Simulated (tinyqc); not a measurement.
Pressure-driven transition between two phases with analytic equations of state: one step, computed by the program tinyqc.

Each phase obeys E = E0 + (B0 V/B') [(V0/V)^B'/(B' - 1) + 1] - B0 V0/(B' - 1), P = (B0/B') [(V0/V)^B' - 1]; E0 = 0 for phase 1 and Delta E0 for phase 2. H = E + P V.

Question. Shift with temperature. Start from P = Delta E0/(V0 of phase 1 - V0 of phase 2); at each P solve P(V) = P for both phases and step P(new) = P - (H_2 - H_1)/(V_2 - V_1); stop when |H_2 - H_1| < 1e-10 eV. At the zero-temperature transition the volume change is V_2/V_1 - 1 and the work is P (V_1 - V_2). At T the condition is H_2 - H_1 - T Delta S = 0, with Delta S constant and thermal expansion left out; the Clausius-Clapeyron slope is dP/dT = Delta S/(V_2 - V_1) at the zero-temperature point.

Inputs (values chosen for the exercise, for two model phases): volume V0 of phase 1 = 26.6 angstrom^3/atom; B0 of phase 1 = 43.1 GPa; B' of phase 1 = 4.49; volume V0 of phase 2 = 25.1 angstrom^3/atom; B0 of phase 2 = 61 GPa; B' of phase 2 = 4.88; energy of phase 2 above phase 1, Delta E0 = 0.052 eV/atom; entropy of phase 2 less phase 1, Delta S = -0.15 k_B/atom; temperature T = 600 K.

Equation of state: Murnaghan.

V_2 at the transition = 22.34868 angstrom^3

V_1 at the transition = 22.81380 angstrom^3

transition pressure = 9.527681 GPa

Constants: k_B = 8.617333262e-05 eV/K; 1 eV/angstrom^3 = 160.2176634 GPa.

Give: Clapeyron slope; transition pressure at T; linear estimate at T.

Answer.

Clapeyron slope = 4.453 MPa/K

transition pressure at T = 12.80 GPa

linear estimate at T = 12.20 GPa

The dense phase has the lower entropy, so heating raises the transition pressure. Caution: the pressure is a large share of B0, where the result depends on the form of the equation of state. Caution: a constant Delta S holds only at high temperature; it vanishes as T goes to 0, so the shift counted from T = 0 is somewhat too large.
